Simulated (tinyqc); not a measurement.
# Frequency dispersion of an accumulation capacitance by border traps, distributed model, step by step

Program tinyqc, `OMP_NUM_THREADS=1 python tinyqc.py 2202217 2202218 out.jsonl`; Intel Xeon 2.30GHz, shared host, one thread, about 0.4 s. Printed values are rounded.

Traps spread evenly through the insulator exchange electrons with the semiconductor by tunnelling, with tau(x) = t0 exp(2 ka x) at depth x from the interface. The admittance per area Y seen at depth x obeys dY/dx = -Y^2/(i w eps0 eox) + q Nb ln(1 + i w tau)/tau, with Y(0) = i w Cs and w = 2 pi f; the gate sees Y(tox) = G + i w C. Working variable y = Y/(i w), in uF/cm^2. Cox = eps0 eox/tox.

Values chosen for this exercise; permittivity close to that of hafnium oxide: relative permittivity of the insulator eox = 19.1; insulator thickness tox = 4.8 nm; semiconductor capacitance in accumulation Cs = 4.7 uF/cm^2; density of border traps Nb = 1.5e20 cm^-3 eV^-1; decay constant of the wave function in the insulator ka = 5 1/nm; time constant of a trap at the interface t0 = 3e-9 s; frequency f = 1e6 Hz; depth down to which the steps are taken xe = 0.9 nm.

Constants: q = 1.602176634e-19 C, eps0 = 8.8541878128e-14 F/cm where lengths are in cm. Results are converted to the units shown.

## Scales and lumped estimate

Cox; trap-free value 1/(1/Cox + 1/Cs); response depth d = ln(1/(w t0))/(2 ka), where w tau = 1; lumped estimate: all traps within d act as C_bt = q Nb d placed at d/2, so C = 1/{1/[1/(1/Cs + d/(2 eps0 eox)) + C_bt] + (tox - d/2)/(eps0 eox)}.

Cox = 3.52323 uF/cm^2
trap-free C = 2.01371 uF/cm^2
d = 0.397127 nm
C_bt = 0.954400 uF/cm^2
lumped C = 2.18828 uF/cm^2

The traps within reach amount to 0.203 Cs and lie in the first 8.27 % of the insulator.

## Midpoint steps through the active depth

In terms of y: dy/dx = -y^2/(eps0 eox) + s(x), s = q Nb ln(1 + z)/z, z = i w tau. 8 midpoint steps of h = xe/8: y_half = y + (h/2) y'(x, y), y(new) = y + h y'(x + h/2, y_half).

```
point  x (nm)  s (uF/(cm^2 nm))       y (uF/cm^2)
0           0  2.40298-0.02265i  4.70000+0.00000i
1      0.1125  2.40057-0.06965i  4.81944-0.00439i
2       0.225  2.37812-0.21153i  4.93064-0.01756i
3      0.3375  2.19666-0.57809i  5.02741-0.05612i
4        0.45  1.47053-0.96001i  5.07159-0.14255i
5      0.5625  0.63536-0.76870i  5.01411-0.23354i
6       0.675  0.22523-0.41511i  4.89361-0.28126i
7      0.7875  0.07515-0.18921i  4.75390-0.29427i
8         0.9  0.02461-0.07912i  4.61342-0.28972i
```

## Capacitance and conductance at the gate

y at xe = 4.61342-0.28972i uF/cm^2

Beyond xe the traps are ignored, so 1/y(tox) = 1/y(xe) + (tox - xe)/(eps0 eox); C = Re y, G/w = -Im y, loss tangent G/(w C).

y at the gate = 2.23748-0.06794i uF/cm^2
C = 2.23748 uF/cm^2
G/w = 0.0679436 uF/cm^2
loss tangent = 0.0303661

A fine integration over the whole insulator gives C = 2.2389 and G/w = 0.07021 uF/cm^2; the coarse G/w is 3.2 % below that. The fine C is 11 % above the trap-free value, and the lumped estimate is 2.3 % below the fine result.
